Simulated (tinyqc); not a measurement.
Implanted layer, carriers, mobility and sheet resistance with incomplete ionisation: effect of the ionisation energy in the dilute limit.

A p-type layer from the surface x = 0 to the junction xj, N(x) = N0 exp(-(x - Rp)^2/(2 sg^2)). Local neutrality (no depletion at surface or junction, no spilling of carriers), intrinsic carriers neglected, Boltzmann statistics.

xj = Rp + sg sqrt(2 ln(N0/Nb)). Active dopant A = min(N, Ns); p solves p (p + Nb)/(A - Nb - p) = K, K = (NB/gd) exp(-E/Vt), E = max(Ei - ks A^(1/3), 0), so p = 2 K (A - Nb)/[Nb + K + sqrt((Nb + K)^2 + 4 K (A - Nb))]; mobility mu = m1 + (m2 (T/300 K)^(-bt) - m1)/(1 + ((A + Nb)/Nr)^am). Dose = integral of N, carrier sheet density = integral of p, 1/Rs = q integral of p mu, mean mobility 1/(q Rs sheet density), Hall mobility (unit Hall factor) = integral of p mu^2 over integral of p mu, Hall sheet density = (integral of p mu)^2/integral of p mu^2; all from 0 to xj. Integrals on 4000 steps.

Inputs (values chosen for the exercise); values close to those of indium in silicon over an n-type background:
- T = 400 K (temperature)
- Nb = 3.9e14 cm^-3 (background doping of the opposite type)
- N0 = 5.3e16 cm^-3 (peak chemical concentration)
- m1 = 44.1 cm^2/(V s) (mobility limit at high doping)
- m2 = 485 cm^2/(V s) (mobility limit at low doping, at 300 K)
- Nr = 2.17e17 cm^-3 (reference doping of the mobility law)
- am = 0.734 (exponent of the mobility law)
- bt = 2.1 (temperature exponent of m2)
- Ns = 2.02e18 cm^-3 (solubility limit of active dopant)
- NB = 4.05e19 cm^-3 (valence-band density of states at T)
- gd = 4 (degeneracy factor of the level)
- ks = 0 eV cm (lowering of Ei per N^(1/3))
- sg = 140 nm (straggle after annealing)
- Rp = 170 nm (projected range)

Constants: q = 1.602176634e-19 C, kB = 1.380649e-23 J/K, Vt = kB T/q. Results are converted to the units shown.

The same in every row: xj (nm) = 608.8; dose (cm^-2) = 1.649e12.

Effect of the ionisation energy in the dilute limit:
```
Ei (eV)  carriers (cm^-2)  Rs (ohm/square)  mean mobility (cm^2/(V s))  Rs xj (ohm nm)  Hall/true sheet density
0.01             1.617e12          1.788e4                       215.9         1.089e7                   0.9977
0.05             1.599e12          1.808e4                       215.9         1.101e7                   0.9977
0.09             1.546e12          1.869e4                       216.0         1.138e7                   0.9976
0.13             1.415e12          2.039e4                       216.3         1.241e7                   0.9976
0.17             1.174e12          2.452e4                       216.7         1.493e7                   0.9974
0.21             8.648e11          3.320e4                       217.4         2.021e7                   0.9971
0.25             5.744e11          4.984e4                       218.0         3.034e7                   0.9969
0.29             3.541e11          8.068e4                       218.5         4.912e7                   0.9966
```

As Ei goes from 0.01 to 0.29, xj stays at 609 nm, Rs rises from 17900 to 80700 ohm/square, the mean mobility rises from 216 to 218 cm^2/(V s) and the share of the dose that conducts falls from 98.0 to 21.5 %.

Numbers from tinyqc (`OMP_NUM_THREADS=1 python tinyqc.py 2110064 2110065 out.jsonl`; about 0.01 s on one thread of a shared Intel Xeon 2.30GHz).
